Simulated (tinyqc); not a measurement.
## Slope factor and drain-induced lowering from three currents

Question. With source and body at 0 V, I = A exp((Vg + dd Vd)/(nf Vt)) (1 - exp(-Vd/Vt)). Find nf, the swing nf Vt ln 10 and dd.

Values chosen for this exercise: temperature T = 398 K.

Constants: q = 1.602176634e-19 C, kB = 1.380649e-23 J/K, Vt = kB T/q. Results are converted to the units shown.

currents at (Vg, Vd) = (0, 0.05), (0, 0.7) and (0.09, 0.7) V (nA/um): [7.2066879, 25.808697, 148.43340]

Solution. The pair at equal Vd gives nf; the pair at equal Vg, after dividing out the factors 1 - exp(-Vd/Vt), gives dd.

nf = 1.50
swing = 118 mV/decade
dd = 0.0800

Numbers from tinyqc (`OMP_NUM_THREADS=1 python tinyqc.py 2242055 2242056 out.jsonl`; about 0.03 s on one thread of a shared Intel Xeon 2.30GHz).
